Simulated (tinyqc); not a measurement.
Worked calculation: CCSD on RHF in the 3-21g basis, for H-, spin multiplicity 1. The basis has no diffuse functions, so it cannot describe the extra electron: this is an exercise in the method, not the real anion. One step of it, computed by the program tinyqc.

Task: Iteration 4 (converged): orbitals. Diagonalise F' = X^T F X, C = X C', fill 1 alpha and 1 beta electrons from the bottom; D = 2 C_occ C_occ^T. Each column has its largest component positive (the first on a tie).

converged F (hartree), order 1H 1s, 1H 2s:
```
[[0.754879, -0.113830],
 [-0.113830, 0.116972]]
```

X, order 1H 1s, 1H 2s:
```
[[1.229980, -0.450512],
 [-0.450512, 1.229980]]
```

Give: F' = X^T F X; orbital energies; coefficients C; D after iteration 4.

Result:

F' = X^T F X (hartree):
```
[[1.2919, -0.6784],
 [-0.6784, 0.4563]]
```

orbital energies (hartree): [0.0774, 1.6709]

coefficients C, order 1H 1s, 1H 2s:
```
[[0.2065, 1.2935],
 [0.8541, -0.9931]]
```

D after iteration 4, order 1H 1s, 1H 2s:
```
[[0.0853, 0.3528],
 [0.3528, 1.4590]]
```
